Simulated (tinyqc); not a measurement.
Domain walls in a thin film with perpendicular anisotropy: Bloch, Neel and chiral walls, motion and stripe domains: one step, computed by the program tinyqc.

One-dimensional wall: polar angle theta(x), azimuth phi of the moment in the wall (phi = 0 Neel, 90 degrees Bloch). mu_0 = 1.25663706212e-6 T m/A, gamma = 1.76085963023e11 rad/(s T).

Question. Velocity under current. Spin-orbit drive: B_SL = hbar theta_SH J/(2 e M_s t) acts as the field (pi/2) B_SL cos(phi). Steady state: v = (gamma Delta/alpha)(pi/2) B_SL cos(phi) = gamma Delta [B_D sin(phi) - (B_K/2) sin(2 phi)], B_K = 2 K_D/M_s, B_D = pi D/(2 M_s Delta); the root with phi between its rest value and 90 degrees; v saturates at v_D = gamma Delta B_D.

Inputs (values chosen for the exercise, for a model film):
```
quantity,value,unit
saturation magnetisation M_s,933,kA/m
DMI constant D,0.13,mJ/m^2
thickness t,1.1,nm
damping alpha,0.058,-
current density J,2,1e12 A/m^2
spin Hall angle theta_SH,0.22,-
```

Drive: spin-orbit torque.

K_D = 10.17055 kJ/m^3

width parameter Delta = 13.05170 nm

azimuth phi = 39.72067 degrees

Constants: hbar = 1.054571817e-34 J s; e = 1.602176634e-19 C.

Give: B_SL; azimuth in motion; velocity; saturation velocity v_D.

Answer.

B_SL = 141.1 mT

azimuth in motion = 89.75 degrees

velocity = 38.32 m/s

saturation velocity v_D = 38.54 m/s

v is 99 % of v_D: the wall has turned towards Bloch, where the torque loses its grip. Caution: pinning, heating and tilting of the wall are left out.
